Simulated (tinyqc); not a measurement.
MOSFET in saturation, small-signal circuit and noise: from weak to strong inversion.

Bias by the inversion coefficient IC = I/Ispec (charge-based model with velocity saturation; weak inversion below 0.1, strong above 10). Common-source circuit: gm, gds, Cgs, Cgd and Cj at the inner nodes, Rg in series with the gate; quasi-static, no source or drain resistance, no gate-body capacitance, no substrate network, no induced gate noise, so fmax is an upper estimate.

Ispec = 2 n mu Cox (W/L) Vt^2, lc = Ls/L, gms = [sqrt((lc IC + 1)^2 + 4 IC) - 1]/[2 + lc (lc IC + 1)], gm = gms Ispec/(n Vt), gds = sg gm. qs = [sqrt(1 + 4 IC) - 1]/2, Cgs = Cox W L qs (2 qs + 3)/(3 (qs + 1)^2) + Cov W, Cgd = Cov W, Cd = Cj W, Rg = Rsh (Wf/L)/(12 Nf) + Rc/W with Nf = W/Wf fingers (not rounded) contacted at both ends. fT = gm/(2 pi (Cgs + Cgd)), fmax = fT/(2 sqrt(Rg (gds + 2 pi fT Cgd))). The last column is the figure of merit (gm/I) fT.

Inputs (values chosen for the exercise): temperature T = 325 K; gate length L = 350 nm; total gate width W = 40 um; gate capacitance Cox = 2.29 uF/cm^2; mobility mu = 290 cm^2/(V s); slope factor n = 1.36; velocity-saturation length Ls = 25 nm; ratio gds/gm sg = 0.0086; overlap and fringe capacitance per side Cov = 0.41 fF/um; drain junction capacitance Cj = 0.73 fF/um; sheet resistance of the gate Rsh = 15 ohm; finger width Wf = 2 um; gate contact and vertical resistance Rc = 200 ohm um.

Constants: q = 1.602176634e-19 C, kB = 1.380649e-23 J/K, Vt = kB T/q. Results are converted to the units shown.

From weak to strong inversion:
```
IC	I (uA)	gm/I (1/V)	fT (GHz)	fmax (GHz)	(gm/I) fT (THz/V)
0.01	1.619	25.99	0.1864	9.102	0.004844
0.03	4.858	25.48	0.4714	14.45	0.01201
0.1	16.19	23.98	1.048	21.46	0.02514
0.3	48.58	21.01	1.783	27.76	0.03746
1	161.9	16.04	2.960	35.34	0.04749
3	485.8	11.20	4.812	44.62	0.05389
10	1619	6.869	8.435	58.66	0.05794
30	4858	4.090	14.01	75.31	0.05729
100	1.619e4	2.094	22.93	96.14	0.04802
```

The efficiency gm/I falls from 26.0 to 2.09 1/V while fT rises from 0.186 to 22.9 GHz; fT goes as IC^(0.84) at the start and IC^(0.41) at the end (1/2 for a long channel, 0 at full velocity saturation, which sets in near IC = 1/lc^2 = 196). Their product goes from 0.00484 through a maximum of 0.0579 (at IC = 10 among the rows listed) to 0.0480 THz/V. In every row fmax exceeds 4 fT, where channel resistance and substrate losses, left out here, would cap it.

Computed by the program tinyqc: `OMP_NUM_THREADS=1 python tinyqc.py 2150066 2150067 out.jsonl`, one thread of a shared Intel Xeon 2.30GHz, about 0.01 s for the whole run.
